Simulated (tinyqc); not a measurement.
Singlet against triplet in a field: parabolic quantum dot in a magnetic field (Fock-Darwin).

Two dimensions, V = m w0^2 r^2/2, one valley. hbar wc = 2 muB B/m, W = sqrt(w0^2 + wc^2/4), E(n, l, s) = (2n + |l| + 1) hbar W - l hbar wc/2 + s gs muB B, n = 0, 1, ..., l = 0, +/-1, ..., s = +/-1/2; length lam = sqrt(2c/(m hbar W)), c = hbar^2/2m0.

Two electrons, first order in the Coulomb energy: the singlet (0,0)^2 has 2W + J0 and the lowest triplet (0,0)(0,1) has 3W - wc/2 + J0/2 - Ez, with J0 = sqrt(pi/2) q/(eps lam), q = e^2/(4 pi eps0), Ez = |gs| muB B.

Exact treatment: the centre of mass separates with energy W, and the relative motion obeys [-(2c/m) Laplacian + (2c/m) r^2/(2 lam^2)^2 + q/(eps r)] psi = e_l psi for angular number l, solved in 14 Gaussians r^l exp(-a r^2), a = 1.7^i/(4 lam^2), i = -3 to 10. E(S) = W + e_0, E(T) = W + e_1 - wc/2 - Ez.

Constants: muB = 5.788381798e-05 eV/T; hbar^2/2m0 = 3.80998211 eV angstrom^2; e^2/(4 pi eps0) = 14.39964547 eV angstrom.

Values chosen for the exercise (near those of a gate-defined dot in InAs; not measured data): m = 0.0309 m0 (mass); gs = -8.63 (g factor); w0 = 7.2 meV (confinement energy hbar w0); eps = 15.4 (dielectric constant); Bs = (0, 0.48, 0.96, 1.5, 2.3, 3.5, 5) T (fields).

For each field, first order and exact.

Energies (meV):

| B (T) | J0 | W - wc/2 | Ez | E(T) - E(S), first order | exact |
|---|---|---|---|---|---|
| 0 | 6.332 | 7.200 | 0.000 | 4.034 | 4.90 |
| 0.48 | 6.357 | 6.357 | 0.240 | 2.939 | 3.81 |
| 0.96 | 6.429 | 5.623 | 0.480 | 1.929 | 2.80 |
| 1.5 | 6.561 | 4.919 | 0.749 | 0.889 | 1.77 |
| 2.3 | 6.836 | 4.082 | 1.149 | -0.485 | 0.40 |
| 3.5 | 7.364 | 3.181 | 1.748 | -2.249 | -1.35 |
| 5.0 | 8.111 | 2.448 | 2.498 | -4.106 | -3.19 |

Exactly, the triplet drops below the singlet between 2.3 and 3.5 T. First order puts the crossing between 1.5 and 2.3 T; with J0/W = 0.88 at zero field it misses the splitting there by 0.87 meV. From the first row to the last the orbital cost falls by 4.75 meV, the Coulomb gain J0/2 (half direct, half exchange) grows by 0.89 meV and the Zeeman gain by 2.50 meV. States of higher angular number, which take over at higher fields, in soft dots already within such a table, are left out.

(tinyqc, `OMP_NUM_THREADS=1 python tinyqc.py 1252318 1252319 out.jsonl`, Intel(R) Xeon(R) Processor @ 2.30GHz, 1 thread, shared host, about 0.05 s.)
